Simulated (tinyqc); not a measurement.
Inside a calculation. Method: plane-wave Kohn-Sham cycle with exchange-only LDA in a layered model solid. Computed by tinyqc, a small Python program that keeps every step. Settings: points = 16, plane-wave index or count = 3, electrons = 2, k points = 4, area = 15.0, mixing = 0.1, iteration cap = 71. Command: `OMP_NUM_THREADS=1 python tinyqc.py 26836 26837 out.jsonl` (the two numbers bound the seeds that draw the settings). One thread of a shared host (Intel(R) Xeon(R) Processor @ 2.60GHz), about 0.06 s of CPU time with the checks. Later iterations appear only in the table of the cycle.

## Iteration 1: potential

A solid whose potential varies along x alone (atomic units):
```
parameter                      value
period a                   12.600000
cross-section of the cell  15.000000
electrons per cell                 2
grid points                       16
plane waves -n..n, n               3
k points                           4
V1 in V1 cos(2 pi x/a)     -0.620000
```

density at the start, on the grid x_j = j a/N (e/bohr^3): 0.010582  0.010582  0.010582  0.010582  0.010582  0.010582  0.010582  0.010582  0.010582  0.010582  0.010582  0.010582  0.010582  0.010582  0.010582  0.010582

V_H(G) = 4 pi rho(G)/G^2 for G != 0 (uniform background); v_x = -(3 rho/pi)^(1/3); V = V_ext + V_H + v_x; Fourier components f(G_m) = (1/N) sum_j f(x_j) exp(-i G_m x_j).

Potentials on the grid (hartree):
```
x          V_ext     V_H      v_x        V
0.0000   -0.6200  0.0000  -0.2162  -0.8362
0.7875   -0.5728  0.0000  -0.2162  -0.7890
1.5750   -0.4384  0.0000  -0.2162  -0.6546
2.3625   -0.2373  0.0000  -0.2162  -0.4535
3.1500         0  0.0000  -0.2162  -0.2162
3.9375    0.2373  0.0000  -0.2162   0.0211
4.7250    0.4384  0.0000  -0.2162   0.2222
5.5125    0.5728  0.0000  -0.2162   0.3566
6.3000    0.6200  0.0000  -0.2162   0.4038
7.0875    0.5728  0.0000  -0.2162   0.3566
7.8750    0.4384  0.0000  -0.2162   0.2222
8.6625    0.2373  0.0000  -0.2162   0.0211
9.4500         0  0.0000  -0.2162  -0.2162
10.2375  -0.2373  0.0000  -0.2162  -0.4535
11.0250  -0.4384  0.0000  -0.2162  -0.6546
11.8125  -0.5728  0.0000  -0.2162  -0.7890
```

V(G_m), m = 0, 1, 2, ... (hartree): -0.2162  -0.3100  0.0000  0.0000  0.0000  0.0000  0.0000

## Iteration 1: Hamiltonian at one k

k = 0.1250 2 pi / a

H(m,m') = (k + G_m)^2/2 delta + V(G_m - G_m'), with V(-G) = V(G).

H (hartree):
```
         -3       -2       -1       +0       +1       +2       +3
-3   0.8115  -0.3100   0.0000   0.0000   0.0000   0.0000   0.0000
-2  -0.3100   0.2209  -0.3100   0.0000   0.0000   0.0000   0.0000
-1   0.0000  -0.3100  -0.1210  -0.3100   0.0000   0.0000   0.0000
+0   0.0000   0.0000  -0.3100  -0.2143  -0.3100   0.0000   0.0000
+1   0.0000   0.0000   0.0000  -0.3100  -0.0588  -0.3100   0.0000
+2   0.0000   0.0000   0.0000   0.0000  -0.3100   0.3452  -0.3100
+3   0.0000   0.0000   0.0000   0.0000   0.0000  -0.3100   0.9980
```

## Iteration 1: levels at that k

Diagonalise the Hermitian matrix.

eigenvalues (hartree): -0.6479  -0.2884  0.0291  0.3238  0.4694  0.9609  1.1346

## Iteration 1: new density

Motion across x is left out: the lowest 1 band(s) hold two electrons at each of the k points (j + 1/2)/nk - 1/2. Residual R = rho(out) - rho(in); rho(new) = rho(in) + 0.1 R. rho(out) = 2/(a A nk) sum |psi|^2 with psi = sum c exp(i G x). Harris energy E = band energy - dV sum rho (V_H/2 + v_x) + (3/4) dV sum rho v_x with rho(in), dV = a A/N, band energy = (2/nk) sum of the filled levels.

rho(out) (e/bohr^3): 0.044979  0.036095  0.018532  0.006020  0.001271  0.000208  0.000036  0.000004  0.000000  0.000004  0.000036  0.000208  0.001271  0.006020  0.018532  0.036095

density after iteration 1 (e/bohr^3): 0.014022  0.013133  0.011377  0.010126  0.009651  0.009545  0.009527  0.009524  0.009524  0.009524  0.009527  0.009545  0.009651  0.010126  0.011377  0.013133

energy per cell = -1.187562 hartree

## Iteration 2: potential

As before.

Potentials on the grid (hartree):
```
x          V_ext      V_H      v_x        V
0.0000   -0.6200   0.1062  -0.2375  -0.7512
0.7875   -0.5728   0.0934  -0.2323  -0.7117
1.5750   -0.4384   0.0613  -0.2215  -0.5986
2.3625   -0.2373   0.0227  -0.2130  -0.4276
3.1500         0  -0.0130  -0.2097  -0.2226
3.9375    0.2373  -0.0416  -0.2089  -0.0132
4.7250    0.4384  -0.0622  -0.2088   0.1675
5.5125    0.5728  -0.0745  -0.2087   0.2896
6.3000    0.6200  -0.0786  -0.2087   0.3326
7.0875    0.5728  -0.0745  -0.2087   0.2896
7.8750    0.4384  -0.0622  -0.2088   0.1675
8.6625    0.2373  -0.0416  -0.2089  -0.0132
9.4500         0  -0.0130  -0.2097  -0.2226
10.2375  -0.2373   0.0227  -0.2130  -0.4276
11.0250  -0.4384   0.0613  -0.2215  -0.5986
11.8125  -0.5728   0.0934  -0.2323  -0.7117
```

V(G_m), m = 0, 1, 2, ... (hartree): -0.2157  -0.2709  0.0033  -0.0001  -0.0001  0.0000  0.0000

## Iteration 2: Hamiltonian at one k

k = 0.1250 2 pi / a

As before.

H (hartree):
```
         -3       -2       -1       +0       +1       +2       +3
-3   0.8119  -0.2709   0.0033  -0.0001  -0.0001   0.0000   0.0000
-2  -0.2709   0.2214  -0.2709   0.0033  -0.0001  -0.0001   0.0000
-1   0.0033  -0.2709  -0.1206  -0.2709   0.0033  -0.0001  -0.0001
+0  -0.0001   0.0033  -0.2709  -0.2138  -0.2709   0.0033  -0.0001
+1  -0.0001  -0.0001   0.0033  -0.2709  -0.0584  -0.2709   0.0033
+2   0.0000  -0.0001  -0.0001   0.0033  -0.2709   0.3457  -0.2709
+3   0.0000   0.0000  -0.0001  -0.0001   0.0033  -0.2709   0.9984
```

## Iteration 2: levels at that k

As before.

eigenvalues (hartree): -0.5790  -0.2505  0.0352  0.3081  0.4370  0.9289  1.1051

## Iteration 2: new density

As before.

rho(out) (e/bohr^3): 0.043210  0.035226  0.019022  0.006787  0.001647  0.000308  0.000054  0.000007  0.000001  0.000007  0.000054  0.000308  0.001647  0.006787  0.019022  0.035226

density after iteration 2 (e/bohr^3): 0.016941  0.015343  0.012142  0.009792  0.008850  0.008621  0.008580  0.008573  0.008571  0.008573  0.008580  0.008621  0.008850  0.009792  0.012142  0.015343

energy per cell = -1.057693 hartree

## Convergence

Stop when sqrt(dV sum R^2) is below 1e-8, dV = a A/N.

Course of the cycle:
```
iteration  E (hartree)  norm of the residual
1            -1.187562              2.06e-01
2            -1.057693              1.79e-01
3            -0.955574              1.54e-01
4            -0.876908              1.32e-01
5            -0.817483              1.11e-01
6            -0.773520              9.32e-02
7            -0.741734              7.73e-02
8            -0.719327              6.36e-02
9            -0.703960              5.23e-02
10           -0.693718              4.31e-02
11           -0.687082              3.60e-02
...                ...                   ...
61           -0.675913              1.37e-04
62           -0.675913              1.23e-04
63           -0.675913              1.10e-04
64           -0.675913              9.87e-05
65           -0.675913              8.84e-05
66           -0.675913              7.92e-05
67           -0.675913              7.10e-05
68           -0.675913              6.36e-05
69           -0.675913              5.70e-05
70           -0.675913              5.11e-05
71           -0.675913              4.59e-05
```

Not converged within 71 iterations: the residual falls steadily but slowly, by a factor of about 0.90 a step. Reruns (cap 100 unless said): mixing 0.5, Kerker q0 1.0: converged in 88 (E = -0.67591); mixing 0.3, Pulay depth 5: converged in 11 (E = -0.67591); the original settings with a cap of 400: converged in 153 (E = -0.67591).
